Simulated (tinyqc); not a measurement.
What each parameter does: quantum-confined Stark effect in a modulator well.

Envelopes on cells of 0.5 angstrom over the well |z| < L/2 and 45 angstrom of barrier on each side, psi = 0 beyond, psi'/m continuous (mean mass between points), c = hbar^2/2m0. The electron sees + e F z and the hole - e F z, each with its offset in the barriers; 1 kV/cm = 1e-5 eV/angstrom. Light holes, band mixing and escape by tunnelling are left out.

Exciton: in-plane function exp(-rho/lam), 1/mu = 1/me + 1/mp, E(lam) = c/(mu lam^2) - (q/eps) times the integral over k of Fm(k)(1 + (k lam/2)^2)^(-3/2), Fm(k) the double integral of psi_e^2 psi_h^2 exp(-k |z - z'|), q = e^2/(4 pi eps0); binding Eb = -E at the minimum. Line at Eg + E_e + E_h - Eb, strength proportional to overlap^2/lam^2.

Constants: hbar^2/2m0 = 3.80998211 eV angstrom^2; e^2/(4 pi eps0) = 14.39964547 eV angstrom; hc = 1239.841984 eV nm.

Values chosen for the exercise (near those of an InGaAs well in InAlAs; not measured data): L = 140 angstrom (well width); Vc = 0.531 eV (conduction offset); Vv = 0.195 eV (heavy-hole offset); me = 0.0406 m0 (electron, well); meb = 0.0722 m0 (electron, barrier); mh = 0.372 m0 (heavy hole along z, well); mhb = 0.426 m0 (heavy hole, barrier); Eg = 0.762 eV (gap of the well); mp = 0.105 m0 (heavy hole in the plane); eps = 13.4 (dielectric constant); F = 85 kV/cm (field).

Zero-field line, shift at F, overlap^2 and Eb at F. Each row changes one parameter from the base and keeps the others.

Results:
```
case              line (nm)  shift (meV)  overlap^2  Eb (meV)
base                 1567.3       -31.34      0.224      4.11
L = 130 angstrom     1558.9       -26.32      0.299      4.37
F = 68 kV/cm         1567.3       -21.89      0.312      4.28
Vc = 0.425 eV        1569.9       -31.99      0.215      4.07
Vv = 0.244 eV        1567.1       -30.69      0.232      4.14
me = 0.0467 m0       1573.1       -31.53      0.207      4.33
mh = 0.316 m0        1566.1       -30.50      0.245      4.13
eps = 12.1           1569.2       -31.09      0.224      4.82
```

The largest shifts from the base row, up to three for each result and ties (the steps differ in size, so this ranks the rows, not the parameters). line (nm): L -8.4, me +5.8, Vc +2.7; unchanged at the printed digits by F. shift (meV): F +9.46, L +5.02, mh +0.85. overlap^2: F +0.088, L +0.075, mh +0.021; unchanged at the printed digits by eps. Eb (meV): eps +0.71, L +0.26, me +0.21.

(tinyqc, `OMP_NUM_THREADS=1 python tinyqc.py 1281142 1281143 out.jsonl`, Intel(R) Xeon(R) Processor @ 2.30GHz, 1 thread, shared host, about 0.2 s.)
